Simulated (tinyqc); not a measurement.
From results back to parameters: pi bands of a honeycomb layer in tight binding.

Problem. With nearest hopping t, overlap s0 of neighbours and w the size of the sum of the three phase factors, the levels are -t w/(1 + s0 w) and t w/(1 - s0 w). The levels at Gamma (w = 3) come from hidden t and s0.

levels at Gamma (eV): lower -6.85497, upper 9.98771

Find: t, s0; difference at M (w = 1).

Solution. The reciprocals of the sizes add to 2/(3t) and differ by 2 s0/t.

t, s0: 2.710  0.062

difference at M (w = 1) = 5.441 eV

Run: tinyqc, `OMP_NUM_THREADS=1 python tinyqc.py 1482858 1482859 out.jsonl`; Intel(R) Xeon(R) Processor @ 2.30GHz, one thread, shared host; about 0.01 s of CPU time with all checks.
